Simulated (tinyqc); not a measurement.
Along the matched line: quaternary alloy A(x)B(1-x)C(y)D(1-y) matched to a substrate.

Q(x,y) = x y Q_AC + x (1 - y) Q_AD + (1 - x) y Q_BC + (1 - x)(1 - y) Q_BD for the lattice constant. Gap, rule 1: Q(x,y) - x (1 - x)[y C_ABC + (1 - y) C_ABD] - y (1 - y)[x C_ACD + (1 - x) C_BCD]. Rule 2 (mean of ternaries): {x (1 - x)[y T_ABC(x) + (1 - y) T_ABD(x)] + y (1 - y)[x T_ACD(y) + (1 - x) T_BCD(y)]}/{x (1 - x) + y (1 - y)}, T_ABC(x) = x E_AC + (1 - x) E_BC - C_ABC x (1 - x), T_ACD(y) = y E_AC + (1 - y) E_AD - C_ACD y (1 - y), and alike. Only the Gamma valley is followed.

Matching a(x,y) = a_s gives x = (a_s - y a_BC - (1 - y) a_BD)/(y (a_AC - a_BC) + (1 - y)(a_AD - a_BD)).
Constants: hc = 1239.841984 eV nm.

Inputs chosen for the exercise (AC, AD, BC, BD near GaAs, GaSb, InAs and InSb; substrate near InP; not measured data):
```
symbol  value                         unit      meaning
a       (5.656, 6.102, 6.066, 6.488)  angstrom  lattice constants of AC, AD, BC, BD
Eg      (1.503, 0.817, 0.421, 0.234)  eV        gaps at Gamma of AC, AD, BC, BD
Cb      (0.443, 0.438, 1.495, 0.755)  eV        bowing of ABC, ABD, ACD, BCD
a_s     5.873                         angstrom  substrate
```

x follows from y.

Results:
```
y          x  bilinear (eV)  rule 1 (eV)  rule 2 (eV)  wavelength 1 (nm)  wavelength 2 (nm)
0.53  0.9815         1.1649       0.7879       0.8204               1574               1511
0.59  0.9147         1.1469       0.7661       0.8766               1618               1414
0.64  0.8594         1.1291       0.7554       0.9006               1641               1377
0.70  0.7934         1.1046       0.7504       0.9146               1652               1356
0.76  0.7280         1.0766       0.7532       0.9179               1646               1351
0.82  0.6630         1.0451       0.7625       0.9125               1626               1359
0.88  0.5984         1.0102       0.7774       0.8978               1595               1381
0.99  0.4813         0.9375       0.8159       0.8307               1520               1492
```

Give the missing row, y = 0.93.

Computed row:
```
y          x  bilinear (eV)  rule 1 (eV)  rule 2 (eV)  wavelength 1 (nm)  wavelength 2 (nm)
0.93  0.5450         0.9786       0.7934       0.8760               1563               1415
```

The matched alloys span 0.750 to 0.816 eV by rule 1, with the lowest value inside the range, at y = 0.70. Along the line dx/dy is -1.113 between the first two rows and -1.062 between the last two. In energy the two rules differ most at y = 0.76, by 165 meV (296 nm there), which measures how far the ternary data leave the interior open. Miscibility gaps are not considered.

Computed by tinyqc, a small Python program: `OMP_NUM_THREADS=1 python tinyqc.py 1050590 1050591 out.jsonl` (the numbers bound the seed that draws the inputs); one thread of a shared host (Intel(R) Xeon(R) Processor @ 2.30GHz), about 0.01 s for the whole set of steps.
